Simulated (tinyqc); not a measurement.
# Gated two-dimensional channel with two bands, quantum capacitance, step by step

Numbers from tinyqc (`OMP_NUM_THREADS=1 python tinyqc.py 2200001 2200002 out.jsonl`; about 0.01 s on one thread of a shared Intel Xeon 2.30GHz). Printed values are rounded.

phi is the Fermi level above the lowest band edge, in volts; Vg is counted from the gate voltage at which an empty channel would have phi = 0. The channel has no thickness; trap charge is -q Dit phi.

Inputs (values chosen for the exercise); lowest band close to that of monolayer MoS2:
- T = 300 K (temperature)
- eox = 3.9 (relative permittivity of the gate insulator (close to silicon dioxide))
- tox = 5.1 nm (insulator thickness)
- md = 0.495 m0 (in-plane mass)
- gv = 2 (valley degeneracy)
- m2 = 1 m0 (in-plane mass of a second band, chosen freely)
- g2 = 4 (valley degeneracy of that band, chosen freely)
- E2 = 0.24 eV (second band edge above the first)
- Dit = 3.6e12 cm^-2 eV^-1 (density of traps)
- Vg = 0.78 V (gate voltage)

Constants: q = 1.602176634e-19 C, kB = 1.380649e-23 J/K, hbar = 1.054571817e-34 J s, m0 = 9.1093837015e-31 kg, Vt = kB T/q, eps0 = 8.8541878128e-14 F/cm where lengths are in cm. Results are converted to the units shown.

## Gate capacitance

Cox = eps0 eox/tox.

Cox = 0.677085 uF/cm^2

## Starting value

phi = 0.01 V.

phi at the start = 0.01 V

## Iteration 1: new phi

D1 = gv md m0 q/(pi hbar^2), D2 = g2 m2 m0 q/(pi hbar^2) per eV; n1 = D1 Vt ln(1 + exp(phi/Vt)), n2 = D2 Vt ln(1 + exp((phi - E2)/Vt)), n = n1 + n2; Cq = q dn/dphi = q [D1/(1 + exp(-phi/Vt)) + D2/(1 + exp((E2 - phi)/Vt))]. Newton: f = phi + q (n + Dit phi)/Cox - Vg, phi(new) = phi - f/(1 + (Cq + q Dit)/Cox).

n1 = 9.67708e12 cm^-2
n2 = 5.91006e9 cm^-2
Cq = 39.4947 uF/cm^2
f = 1.52979 V
phi after iteration 1 = -0.0154192 V

## Iteration 2: new phi

As before.

n1 = 4.69077e12 cm^-2
n2 = 2.21099e9 cm^-2
Cq = 23.5460 uF/cm^2
f = 0.301939 V
phi after iteration 2 = -0.0236627 V

## Course of the iteration

Stop when the step is below 1e-10 V, or after 40 iterations.

Course of the iteration:

| iteration | phi before the step (V) | step (V) |
|---|---|---|
| 1 | 0.01 | -0.0254 |
| 2 | -0.0154192 | -8.24e-3 |
| 3 | -0.0236627 | -9.55e-4 |
| 4 | -0.0246172 | -1.20e-5 |
| 5 | -0.0246293 | -1.89e-9 |
| 6 | -0.0246293 | < 1e-14 |

Converged in 6 iterations.

## Charge and capacitances at the solution

converged phi = -0.0246293 V

D1 = gv md m0 q/(pi hbar^2), D2 = g2 m2 m0 q/(pi hbar^2) per eV; n1 = D1 Vt ln(1 + exp(phi/Vt)), n2 = D2 Vt ln(1 + exp((phi - E2)/Vt)), n = n1 + n2; Cq = q dn/dphi = q [D1/(1 + exp(-phi/Vt)) + D2/(1 + exp((E2 - phi)/Vt))]. 1/C_G = 1/Cox + 1/(Cq + q Dit); dphi/dVg = Cox/(Cox + Cq + q Dit).

n = 3.48905e12 cm^-2
Cq = 18.4521 uF/cm^2
C_G = 0.653821 uF/cm^2
dphi/dVg = 0.0343593

C_G is 96.6 % of Cox.
